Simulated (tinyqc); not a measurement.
Bloch-Grueneisen resistivity of a metal. Changing the Debye temperature Theta. Computed by tinyqc, a small Python program. Command: `OMP_NUM_THREADS=1 python tinyqc.py 3014969 3014970 out.jsonl bg sweep`. One thread of a shared host (Intel(R) Xeon(R) Processor @ 2.30GHz), about 0.01 s of CPU time with the checks.

Electrons scatter from a Debye spectrum of phonons (n = 5 for scattering within one band, n = 3 for scattering into a second, heavy band) and from static defects.

Inputs (values chosen for the exercise, modelled on iridium):
```
quantity                      value         unit
exponent n                        5            -
transport coupling lambda_tr   0.36            -
Drude plasma energy hbar w_p    8.7           eV
residual resistivity rho_0    0.035  microohm cm
temperature T                   120            K
```

Addition: none.

Constants: k_B = 1.380649e-23 J/K; hbar = 1.054571817e-34 J s; eps_0 = 8.8541878128e-12 F/m; hbar = 6.582119569e-16 eV s; k_B = 8.617333262e-05 eV/K.

Method:
- rho_ph = (n - 1) rho_1 (T/Theta)^n J_n(Theta/T), with rho_1 = 2 pi lambda_tr k_B Theta/(hbar eps_0 w_p^2), the high-temperature line at T = Theta.
- J_n(y) = int_0^y x^n e^x/(e^x - 1)^2 dx, by 96 Gauss-Legendre points (upper limit at most 60).
- Matthiessen's rule: rho = rho_0 + rho_ph.
- Temperature coefficient (1/rho) d rho/dT by a central difference of +/- 0.5 K; residual ratio rho(295 K)/rho(4.2 K); scattering time tau = 1/(eps_0 w_p^2 rho); Wiedemann-Franz kappa = L_0 T/rho, L_0 = (pi^2/3)(k_B/e)^2.

One run for each value; columns: (1) Debye temperature Theta (K); (2) phonon resistivity rho_ph (microohm cm); (3) temperature coefficient (1e-3/K); (4) residual resistance ratio:
```
(1)     (2)     (3)     (4)
80   2.2415   8.607  160.31
110  2.1933   8.956  160.73
160  2.0847   9.761  159.66
230  1.8862  11.299  157.01
450  1.1507  18.037  143.19
640  0.6512  24.067  126.63
900  0.2772  29.356  101.29
```

Give the missing row, Debye temperature Theta (K) = 320.

Computed row; columns: (1) Debye temperature Theta (K); (2) phonon resistivity rho_ph (microohm cm); (3) temperature coefficient (1e-3/K); (4) residual resistance ratio:
```
(1)     (2)     (3)     (4)
320  1.5866  13.819  152.25
```

Interpolating between the two neighbouring rows (the first column on a logarithmic scale, the others too where they are positive) misses most in phonon resistivity rho_ph (microohm cm), by 6.8 %. Over the rows, phonon resistivity rho_ph (microohm cm) falls from 2.24 to 0.277 (exponent d ln y / d ln x -0.068 between the first rows and -2.5 between the last); temperature coefficient (1e-3/K) rises from 8.61 to 29.4 (exponent d ln y / d ln x 0.12 between the first rows and 0.58 between the last); residual resistance ratio goes from 160 through a maximum among these rows, 161 at 110, to 101.

Caution (rows 230, 320, 450, 640, 900): below about Theta/2 small-angle phonon scattering degrades heat flow more than charge flow, so a thermal conductivity taken from rho by the Wiedemann-Franz law would be too high.

Extremes, crossings and ranges named in words are read from the listed rows.
